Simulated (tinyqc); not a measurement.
States in the gap of a film: thin (001) film in sp3s* tight binding with raised dangling bonds.

Planes alternate anion (a), cation (c) along [001], a/4 apart, starting with an anion; zero in-plane momentum; levels counted from the bulk Ev, the lower root of [[Epa, Vxx], [Vxx, Epc]]; no spin-orbit coupling. Block of s, pz, s*: from an anion to the cation above, Vss/2 (s,s), Vsapc/2 (s,z), -Vscpa/2 (z,s), Vxx/2 (z,z), Vxapc/2 (s*,z), -Vpaxc/2 (z,s*); to the cation below the same with the s-z and s*-z signs reversed. Block of u = (px + py)/sqrt2 and v = (px - py)/sqrt2: to the cation above (Vxx + Vxy)/2 for u and (Vxx - Vxy)/2 for v, to the cation below the reverse. Each surface atom has two dangling sp3 hybrids; raising both by dl adds (dl/2) [[1, t], [t, 1]] to its s, pz levels (t = -1 at the bottom face, +1 at the top) and dl to the one of u, v in whose plane the missing bonds lie (v for a bottom anion or a top cation, u for a top anion).

Values chosen for the exercise (out of a larger set: near a published set for InAs, fitted to gaps, whose masses and valley positions are rough; not measured data): p = (-9.511, 0.911, -2.729, 3.72, 7.398, 6.748, -5.597, 1.845, 4.483, 3.023, 5.459, 3.361, 3.917) eV (order Esa, Epa, Esc, Epc, Exa, Exc, Vss, Vxx, Vxy, Vsapc, Vscpa, Vxapc, Vpaxc); Nw = 29 (planes in the thicker film).

edges (eV): Gamma 0.42736, Delta 2.28851

Levels between 0 and the lower bulk edge, the largest weight on the two outer planes of both faces among them, and the nearest levels outside, for several shifts dl.

Film of Nw planes:
```
dl (eV)  levels in the gap       at (eV)  surface weight  next above (eV)  next below (eV)
0                        1         0.052            0.16           0.7734          -0.0390
1                        1         0.141            0.19           0.8176          -0.0377
2                        1         0.248            0.21           0.8725          -0.0371
3                        2  0.076, 0.364            0.23           0.9352          -0.0368
5                        1         0.257            0.19           0.5593          -0.0364
10                       0             -               -           0.4284          -0.0361
30                       0             -               -           0.5203          -0.0358
100                      0             -               -           0.5453          -0.0357
```

Can the levels of the bare film be read as confined subbands?

No: with bare surfaces (dl = 0) 1 level lies in the bulk gap, with up to 16 % of the weight on the four outer planes, two a face, where an even spread gives 14 %: a state drawn out of a band edge by the surface, no confined subband, which would lie outside the bulk gap. The reruns show the bulk gap clear from dl = 10 eV on, and at dl = 30 eV the next level above lies -25.1 meV from its value at 100 eV. At dl = 10 and 30 eV the next level above is more than 20 meV from its value at 100 eV, so the surface still acts on it.

Program tinyqc; command `OMP_NUM_THREADS=1 python tinyqc.py 1450740 1450741 out.jsonl`; about 0.4 s on one thread of a shared Intel(R) Xeon(R) Processor @ 2.30GHz.
